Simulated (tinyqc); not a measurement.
Temperature and isotope dependence of a band gap in oscillator models, step by step. Values are carried at full precision from step to step, so a last printed digit may differ when a step is redone from the rounded ones.

E(T) = E0 - sum_i sl_i th_i n_i(T), n = 1/(exp(th/T) - 1). The same coupling lowers the gap at 0 K by the zero-point term ZP = sum_i sl_i th_i/2, so the gap of the static lattice is E0 + ZP. Thermal expansion is taken as part of the slopes.

Values chosen for the exercise (near those of GaAs; not measured data):
- E0 = 1.516 eV (gap at 0 K)
- th = (112, 276) K (temperatures of two oscillators)
- sl = (0.1661, 0.2829) meV/K (their high-temperature slopes)
- T = 200 K (temperature)
- M = 72.17 u (mean atomic mass)
- dM = -4.28 u (change of the mean mass (not bounded by the natural isotopes))
- T12 = (150, 320) K (temperatures of the fits)

## The gap at T

Give the occupations, the two terms, the gap, ZP and the static gap.

n_i: 1.33214  0.33615

terms (meV): 24.782  26.246

E(T) = 1.4650 eV
ZP = 48.34 meV
static gap = 1.5643 eV

The thermal fall, 51.0 meV, is larger than the zero-point term, 48.3 meV; the soft oscillator supplies 49 % of the fall but 19 % of ZP. A calculation with clamped ions should be compared with the static gap.

## Slope and asymptote

dE/dT = -sum sl_i (th_i/T)^2 n_i (1 + n_i). At high T, n -> T/th - 1/2, so E -> E0 + ZP - (sum sl_i) T. Give the slope, its ratio to the limit, and the value at 0 K of the tangent drawn at T.

dE/dT = -0.4038 meV/K
ratio to the limiting slope = 0.8993
intercept of the tangent = 1.5457 eV
intercept - E0 = 29.73 meV

The tangent recovers 62 % of ZP: the extrapolation works only from T well above the higher oscillator (276 K).

## Isotope effect

With M -> M + dM the oscillator temperatures scale as M^(-1/2) and the slopes stay. Give th, ZP, E0 (static gap fixed) and E(T) for the new mass, and the linear rule dE0 = ZP dM/(2 M).

th (K): 115.48  284.57

ZP = 49.842 meV
shift of E0 = -1.501 meV
linear rule = -1.433 meV
shift of E(T) = -0.586 meV

The lighter crystal has the narrower gap. At 200 K 39 % of the shift at 0 K is left; it fades at high T, where the motion is classical and the mean-square amplitude no longer depends on mass.

## Two common fits

Two-parameter forms are made to pass through the falls at the two temperatures T12: Varshni aV T^2/(T + bV), from the line T^2/fall = (T + bV)/aV; one oscillator s1 t1/(exp(t1/T) - 1), with t1 from the ratio of the falls.

Give the falls and the parameters.

falls (meV): 31.5021  101.4233

aV = 0.5755 meV/K
bV = 261 K
t1 = 200.3 K
s1 = 0.4405 meV/K
ZP of the one-oscillator fit = 44.1 meV

The limiting slope of the model is 0.4490 meV/K; Varshni puts it +28 % off and one oscillator -2 %. The ZP of the fit differs from the true one by -4.2 meV.

## Checks

- Slope by finite differences against the formula (meV/K): both 0.40380.
- Fall at 20 times the higher oscillator temperature against the asymptote (meV): 2430.5 against 2430.1.

Computed by tinyqc, a small Python program: `OMP_NUM_THREADS=1 python tinyqc.py 1850407 1850408 out.jsonl` (the numbers bound the seed that draws the inputs); one thread of a shared host (Intel(R) Xeon(R) Processor @ 2.30GHz), about 0.01 s for the whole set of steps.
